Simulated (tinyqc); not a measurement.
## Stress and current directions compared

A cubic crystal with three pairs of conduction valleys along x, y and z; non-degenerate electrons, one relaxation time, masses unchanged. Stress s_ij = X a_i a_j with a the unit vector along the stress; strain e_ii = s11 s_ii + s12 (s_jj + s_kk), e_ij = s44 s_ij/2. Valley shift dE = Xu (n.e.n - trace(e)/3) with n the valley axis; share f proportional to exp(-dE/Vt). Inverse mass along the current d: (n.d)^2/ml + (1 - (n.d)^2)/mt; mu/mu0 = sum f (1/m) over the plain mean of 1/m. Rows: direction of the stress, of size |X|; columns: direction of the current and sign.

Values chosen for this exercise; values close to those of silicon: temperature T = 300 K; compliance s11 = 7.82 1/TPa; compliance s12 = -2.19 1/TPa; compliance s44 = 12.5 1/TPa; shear deformation potential Xu = 9.18 eV; longitudinal mass ml = 0.943 m0; transverse mass mt = 0.184 m0; uniaxial stress (tension positive) X = -450 MPa.

Constants: q = 1.602176634e-19 C, kB = 1.380649e-23 J/K, Vt = kB T/q. Results are converted to the units shown.

mu/mu0:
```
       I [100], tension  I [100], compression  I [110], tension  I [110], compression
[100]             1.266                0.5832             1.066                0.8958
[110]             1.106                0.9176             1.106                0.9176
[001]            0.8671                 1.208            0.8671                 1.208
[111]             1.000                 1.000             1.000                 1.000
```

What does the table show?

The largest gain, 1.27, is for stress along [100], tension, current along [100]; the largest loss, 0.583, for [100], compression, current along [100]. Entries equal to one are cases in which the valleys are not split or have equal mass along the current.

Numbers from tinyqc (`OMP_NUM_THREADS=1 python tinyqc.py 2530155 2530156 out.jsonl`; about 0.01 s on one thread of a shared Intel Xeon 2.30GHz).
